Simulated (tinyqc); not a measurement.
# n-type polysilicon, carrier trapping at grain boundaries: two studies

One-dimensional grains of size Lg, uniform ionised doping N, monovalent traps Qt at each boundary at a depth Et below (for electrons) or above (for holes) the band edge there, abrupt depletion of width W on each side of a boundary, Boltzmann statistics. xi is the distance from the band edge at the grain centre to the Fermi level. Trapped charge Qt/(1 + exp((xi + VB - Et)/Vt)) = 2 N W, barrier VB = q N W^2/(2 eps0 eps_r).

Inputs (values chosen for the exercise); values of the order met in polycrystalline silicon:
- T = 350 K (temperature)
- eps_r = 11.7 (relative permittivity)
- NB = 3.53e19 cm^-3 (conduction-band density of states at T)
- Lg = 83 nm (grain size)
- Qt = 3.5e12 cm^-2 (trap density of a grain boundary)
- Et = 0.47 eV (depth of the trap level from the majority band edge at the boundary)
- ms = 0.43 m0 (mass for thermionic emission)
- fe = 1 (correction factor of the emission rate)
- mug = 110 cm^2/(V s) (mobility inside the grains)
- N = 1.3e17 cm^-3 (doping)

Constants: q = 1.602176634e-19 C, kB = 1.380649e-23 J/K, m0 = 9.1093837015e-31 kg, Vt = kB T/q, eps0 = 8.8541878128e-14 F/cm where lengths are in cm. Results are converted to the units shown.

Each table varies one quantity; the others keep the values above.

## Effect of the doping

If the trap equation with xi = Vt ln(NB/N) has a root W < Lg/2, the grain is partly depleted; otherwise W = Lg/2 and the trap equation gives xi = Et - VB + Vt ln(Qt/(N Lg) - 1). N* = Qt/Lg. n0 = NB exp(-xi/Vt); mean density n0 (1 - 2 W/Lg) by charge balance in a partly depleted grain, and n0 (sqrt(pi)/2) erf(u)/u with u = sqrt(VB/Vt) in a fully depleted one; v = sqrt(kB T/(2 pi ms m0)); barrier resistivity Vt exp(VB/Vt)/(q fe n0 v Lg); grain resistivity (1 - 2 W/Lg)/(q n0 mug); effective mobility 1/(q mean density total resistivity). Rows with xi above 0.45 V, towards mid-gap, are left out, since the other carrier type is ignored.

Effect of the doping:
```
N (cm^-3),N/N*,depleted share 2 W/Lg,VB (V),xi (V),mean density (cm^-3),resistivity (ohm cm),effective mobility (cm^2/(V s))
8.4e16,0.1992,1.000,0.1119,0.4001,2.798e13,3414,65.34
1.7e17,0.4031,1.000,0.2264,0.2554,2.396e15,1257,2.071
3.3e17,0.7826,0.8392,0.3095,0.1409,5.307e16,444.0,0.2649
6.7e17,1.589,0.5650,0.2849,0.1196,2.914e17,96.74,0.2214
1.3e18,3.083,0.3238,0.1815,0.09958,8.791e17,1.645,4.315
2.7e18,6.403,0.1562,0.08770,0.07753,2.278e18,0.05246,52.22
5.3e18,12.57,0.07956,0.04468,0.05719,4.878e18,0.01410,90.72
1.1e19,26.09,0.03834,0.02153,0.03517,1.058e19,0.005911,99.83
```

As N goes from 8.4e16 to 1.1e19, VB goes from 0.112 through a maximum of 0.310 (at N = 3.3e17 among the rows listed) to 0.0215 V, the resistivity falls from 3410 to 0.00591 ohm cm and the effective mobility goes from 65.3 through a minimum of 0.221 (at N = 6.7e17 among the rows listed) to 99.8 cm^2/(V s). The steepest fall of the resistivity among the rows, as N^(-6.1), lies between N = 6.7e17 and 1.3e18 cm^-3; N* = 4.22e17 cm^-3. While the grain is fully depleted VB grows as N; once the traps are full it falls as 1/N. For N = 5.3e18, 1.1e19 xi is under 2.5 Vt, where Boltzmann statistics begin to fail. For N = 1.1e19 VB is below Vt, where abrupt depletion and thermionic emission are rough. For N = 3.3e17 the grain is near the changeover between partial and full depletion, within a few Debye lengths, where both limits are rough.

## Effect of the grain size

Same model as above.

N* = Qt/Lg.

Effect of the grain size:
```
Lg (nm),N/N*,depleted share 2 W/Lg,VB (V),xi (V),mean density (cm^-3),resistivity (ohm cm),effective mobility (cm^2/(V s))
53,0.1969,1.000,0.07060,0.4418,8.618e12,5426,133.5
94,0.3491,1.000,0.2221,0.2667,1.664e15,1398,2.683
160,0.5943,0.6958,0.3115,0.1690,3.954e16,625.0,0.2526
290,1.077,0.3839,0.3115,0.1690,8.009e16,345.0,0.2259
500,1.857,0.2227,0.3115,0.1690,1.011e17,200.3,0.3084
```

What does the comparison show, and why?

As Lg goes from 53 to 500, VB rises from 0.0706 to 0.312 V, the resistivity falls from 5430 to 200 ohm cm and the effective mobility goes from 133 through a minimum of 0.226 (at Lg = 290 among the rows listed) to 0.308 cm^2/(V s). For Lg = 53 the effective mobility exceeds mug, since drift through the depleted part of the grain is left out.

Program tinyqc, `OMP_NUM_THREADS=1 python tinyqc.py 2830006 2830007 out.jsonl`; Intel Xeon 2.30GHz, shared host, one thread, about 0.01 s.
